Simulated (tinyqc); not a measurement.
## Random telegraph noise from one oxide trap in a small MOSFET: effect of the temperature

An acceptor-like trap exchanges electrons with the channel. Inversion charge Q = Cox u, u = n Vt W0(exp((Vg - VT)/(n Vt))), W0 the Lambert function, n = nf, Cox = eps0 eox/tox; linear regime Id = (W/L) mu Q Vd. Relative to threshold the surface potential rises by Vt ln(u/u0) and the oxide voltage by the rest of Vg - VT, with u0 = n Vt W0(1).

N = Cox u/q; dpsi = Vt ln(u/u0); E = E0 - dpsi - (xt/tox)(Vg - VT - dpsi); capture time tc = 1/[(N/zi) vth s0 exp(-xt/lt - EB/Vt)]; emission time te = tc exp(-E/Vt); occupancy te/(tc + te). A = W L; threshold step dV = q (1 - xt/tox)/(Cox A); gm/Id = 1/(u + n Vt); relative step dI/I = (gm/Id) dV + asc mu/A. fc = (1/tc + 1/te)/(2 pi); rms = (dI/I) sqrt(tc te)/(tc + te). VT, nf, vth and mu are held fixed.

Values chosen for this exercise; values of the order met in silicon transistors: relative permittivity of the gate insulator (close to silicon dioxide) eox = 3.9; insulator thickness tox = 1.5 nm; depth of the trap from the channel interface xt = 0.72 nm; trap level above the channel Fermi level at threshold E0 = -0.05 eV; capture prefactor s0 = 9e-17 cm^2; capture barrier (lattice relaxation) EB = 0.32 eV; tunnelling decay length lt = 0.18 nm; thermal velocity vth = 1.1e7 cm/s; thickness of the inversion layer zi = 2.1 nm; threshold voltage VT = 0.38 V; body factor nf = 1.23; gate width W = 190 nm; gate length L = 180 nm; mobility mu = 340 cm^2/(V s); scattering coefficient of the charged trap asc = 0 V s; drain voltage Vd = 0.1 V; gate voltage Vg = 0.25 V.

Constants: q = 1.602176634e-19 C, kB = 1.380649e-23 J/K, Vt = kB T/q, eps0 = 8.8541878128e-14 F/cm where lengths are in cm. Results are converted to the units shown.

Effect of the temperature:
```
T (K)   E (eV)    tc (s)    te (s)  occupancy  dI/I (%)   fc (Hz)  rms dI/I (%)
180    0.06279   3.508e4     612.3    0.01715    0.5540  2.645e-4       0.07194
210    0.06205     597.4     19.37    0.03141    0.4740  0.008483       0.08268
240    0.06132     27.71     1.428    0.04902    0.4135    0.1172       0.08928
270    0.06063     2.513    0.1856    0.06878    0.3659    0.9209       0.09260
300    0.05996    0.3651   0.03591    0.08954    0.3274     4.868       0.09348
330    0.05932   0.07483  0.009291     0.1105    0.2955     19.26       0.09263
360    0.05873   0.01987  0.002992     0.1309    0.2687     61.20       0.09063
390    0.05817  0.006441  0.001141     0.1505    0.2458     164.2       0.08789
```

Read the table: what changes, and by how much?

As T goes from 180 to 390, tc falls from 35100 to 0.00644 s, te falls from 612 to 0.00114 s and dI/I falls from 0.554 to 0.246 %. Activation energies over the table: 0.447 eV for capture (EB = 0.32 eV, altered by the change of N) and 0.380 eV for emission.

Range of the model: VT is taken as given; short-channel effects and the uneven flow of current among few electrons are left out.

tinyqc, about 0.01 s, one thread, Intel Xeon 2.30GHz (shared host): `OMP_NUM_THREADS=1 python tinyqc.py 2710022 2710023 out.jsonl`
